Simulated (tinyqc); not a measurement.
Special k points of the fcc lattice: sweeps and comparisons. A value that a table varies takes the place of the one given here.

Lattice vectors in units of a: a1 = (0, 1/2, 1/2), a2 = (1/2, 0, 1/2), a3 = (1/2, 1/2, 0); reciprocal vectors b_i with a_i . b_j = 2 pi delta_ij. Mesh: k = sum_i f_i b_i with f_i = (2 j_i + shift)/(2 N), j_i = 0 .. N-1. The point group of the lattice has 48 operations; only those that map the mesh onto itself are used.

A_m(k) = sum over the m-th star of lattice vectors R of cos(k . R), stars in order of length: m = 1: |R|^2 = 0.5, 12 vectors, such as (1, 0, 0) in the basis a_i; m = 2: |R|^2 = 1, 6 vectors, such as (1, 1, -1) in the basis a_i; m = 3: |R|^2 = 1.5, 24 vectors, such as (2, 0, -1) in the basis a_i; m = 4: |R|^2 = 2, 12 vectors, such as (2, 0, 0) in the basis a_i; m = 5: |R|^2 = 2.5, 24 vectors, such as (2, 1, -1) in the basis a_i; m = 6: |R|^2 = 3, 8 vectors, such as (3, -1, -1) in the basis a_i. The zone mean of every A_m is zero.

Test function, the lower band of a two-band insulator: E(k) = -sqrt(D^2 + (e0 - t A_1(k))^2).

Inputs chosen for the exercise (the lattice of Si, GaAs, Cu and Al; shifted at random, so the results belong to these values and not to a real crystal): D = 2.57 eV (half gap term); t = 0.35 eV (coupling); e0 = 1.31 eV (offset); N = 4 (points along each reciprocal vector); shift = 1 (half steps).

## Mesh size and shift

Errors of the mean of E against the unshifted mesh with N = 24. The fifth column is |R|^2 of the shortest star with a non-zero mean.

Meshes:
```
mesh       points  irreducible  operations  |R|^2 missed  error (meV)
1 Gamma         1            1          48          0.50     -759.824
1 shifted       1            1          12          1.00      222.990
2 Gamma         8            3          48          2.00     -218.695
2 shifted       8            2          12          4.00      -11.566
3 Gamma        27            4          48          4.50        7.218
3 shifted      27            6          12          9.00        0.829
4 Gamma        64            8          48          8.00        0.140
4 shifted      64           10          12         16.00       -0.073
5 Gamma       125           10          48         12.50       -0.193
5 shifted     125           19          12           >16        0.008
6 Gamma       216           16          48           >16        0.043
6 shifted     216           28          12           >16       -0.001
```

reference mean = -3.10760 eV

The shifted mesh has the smaller error for 6 of 6 values of N and the larger for 0. The cheapest mesh within 1 meV is 3 shifted, with 6 irreducible points. A mesh misses the lattice vectors N (n1 a1 + n2 a2 + ...); the half shift gives each the sign (-1)^(n1 + n2 + ...), so the 12 shortest ones add up to 0 in place of 12: they cancel. The shift lowers the symmetry; it leaves more irreducible points for N = 3, 4, 5 and 6; it leaves fewer irreducible points for N = 2.

## Gap and mesh density

D takes the values listed; errors against the unshifted mesh with N = 30, for unshifted meshes.

Errors (meV):
```
D (eV)  reference (eV)     N = 2   N = 4   N = 6   N = 8
0.2            -1.6366  -407.092  -1.962  10.696   1.228
0.4            -1.6877  -389.151  -3.234   7.654   0.549
0.8            -1.8529  -349.006  -2.303   2.874   0.086
1.5            -2.2771  -287.195  -0.518   0.474  -0.001
2.5            -3.0491  -222.383   0.130   0.050  -0.001
4.0            -4.3724  -160.776   0.144   0.003   0.000
```

The first listed N from which the error stays below 0.5 meV is none for D = 0.2, none for D = 0.4, 8 for D = 0.8, 6 for D = 1.5, 4 for D = 2.5, 4 for D = 4 eV. A larger D makes the function smoother, so its Fourier coefficients fall faster with |R|; single entries change sign along a column, so a small error on one coarse mesh can be a cancellation.

## One point for the whole zone

The mean-value (Baldereschi) point is taken at k = (2 pi/a) (0.6223, 0.2953, 0), that is f = (0.1477, 0.3111, 0.4588); the reference is the mesh with N = 24.

Single points:
```
point                     A_1     A_2     A_3     A_4   E (eV)
Gamma                  12.000   6.000  24.000  12.000  -3.8674
mean-value point        0.000   0.000  -4.405  -3.192  -2.8846
zone-face centre b1/2   0.000  -6.000   0.000  12.000  -2.8846
```

reference mean = -3.1076 eV

The mean-value point makes A_1 and A_2 vanish. Its error is +223 meV, against -760 meV at Gamma and +223 meV at b1/2. E is not linear in A_1; its powers hold sums of nearest vectors and a non-zero mean, so this point is not exact. A_1 has the same value at b1/2, and E depends on A_1 alone, so this test cannot tell the two points apart.

## What moves the zone average

Mean of E over the mesh, and its error against the unshifted mesh with N = 24. Each row changes one parameter from the base and keeps the others.

Results:
```
case          mean (eV)  error (meV)  irreducible points
base            -3.1077        -0.07                  10
N = 5           -3.1076         0.01                  19
shift = 0       -3.1075         0.14                   8
D = 1.799 eV    -2.4931        -0.31                  10
t = 0.455 eV    -3.2517        -0.33                  10
```

The largest shifts from the base row, up to three for each result and ties (the steps differ in size, so this ranks the rows, not the parameters). mean (eV): D +0.6145, t -0.1440, shift +0.0002. error (meV): t -0.26, D -0.24, shift +0.21. irreducible points: N +9, shift -2; unchanged at the printed digits by D and t.

tinyqc: `OMP_NUM_THREADS=1 python tinyqc.py 1680747 1680748 out.jsonl`; about 0.1 s, one thread, shared Intel(R) Xeon(R) Processor @ 2.30GHz.
